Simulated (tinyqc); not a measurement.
Time-dependent dielectric breakdown: cell percolation, Weibull statistics, area scaling and voltage extrapolation. From projected life back to local exponent n = -d ln t/d ln V at the stress voltage. Computed by tinyqc, a small Python program. Command: `OMP_NUM_THREADS=1 python tinyqc.py 3023230 3023231 out.jsonl tddb inv`. One thread of a shared host (Intel(R) Xeon(R) Processor @ 2.30GHz), about 0.01 s of CPU time with the checks.

The oxide is divided into columns of area a^2, each holding m = t_ox/a cells (m is taken as continuous). A share lambda(t) = (t/t_1)^alpha of the cells is defective, and a column whose cells are all defective breaks down.

Inputs (values chosen for the exercise, for a model gate oxide):
```
quantity                                             value  unit
oxide thickness t_ox                                   3.9    nm
defect cell size a                                     1.2    nm
exponent alpha of defect growth                        0.9     -
time t_1 at which the occupied share would reach 1  950000     s
test area A                                            400  um^2
product area A_u                                    100000  um^2
stress voltage V                                      5.18     V
use voltage V_u                                        3.4     V
activation energy E_a                                 0.52    eV
stress temperature T                                   150     C
use temperature T_u                                    100     C
allowed failure fraction F                           0.001     -
```

Voltage law used: power.

Constants: k_B = 8.617333262e-05 eV/K.

Method:
- Failure fraction F = 1 - (1 - lambda^m)^N with N = A/a^2 columns, which for small lambda^m is 1 - exp(-(t/t63)^beta) with beta = alpha m and t63 = t_1 N^(-1/beta); critical share lambda(t63) = N^(-1/m). 1 um^2 = 1e6 nm^2.
- All three voltage laws share the slope n at the stress voltage. Factor t(V_u)/t(V): E law exp(n (1 - V_u/V)); 1/E law exp(n (V/V_u - 1)); power law (V/V_u)^n.
- Temperatures in kelvin are T(C) + 273.15.
- Temperature factor exp[(E_a/k_B)(1/T_u - 1/T)]; area factor (A/A_u)^(1/beta); percentile factor (-ln(1 - F))^(1/beta); life = t63 x all four; 1 year = 3.15576e7 s.

Task: A run gave the result below. Find the local exponent n = -d ln t/d ln V at the stress voltage, known to lie between 23 and 45.

projected life = 0.2586896 years

Result:

Each step takes the trial c = (a f_b - b f_a)/(f_b - f_a), f being the result less the target and a, b, c the logarithms of the listed values; c replaces end b, the old b replaces a if the sign of f changed, and otherwise f_a is halved.

Scan of the range:
```
local exponent n = -d ln t/d ln V at the stress voltage  projected life (years)
23.0                                                                6.05262e-02
25.7                                                                1.88643e-01
28.8                                                                6.95791e-01
32.2                                                                2.91187e+00
36.0                                                                1.44213e+01
40.2                                                                8.45236e+01
45.0                                                                6.37767e+02
```

False position (Illinois rule, in the logarithm of the input) inside the bracket:
```
step    end a    end b    trial  projected life (years)
1     25.7000  28.8000  26.1074                0.223946
2     28.8000  26.1074  26.2968                0.242533
3     28.8000  26.2968  26.4619                0.259993
4     26.2968  26.4619  26.4496                0.258643
5     26.4619  26.4496  26.4500                0.258689
6     26.4619  26.4500  26.4500                0.258690
7     26.4500  26.4500  26.4500                0.258690
```

Projected life rises at every point of a 13-point scan of the range (every second point is shown), so one value fits; it is bracketed by 25.7 and 28.8. Answer: local exponent n = -d ln t/d ln V at the stress voltage = 26.45.

Caution: t_1 is an input here; in a real oxide it changes with thickness at fixed voltage.
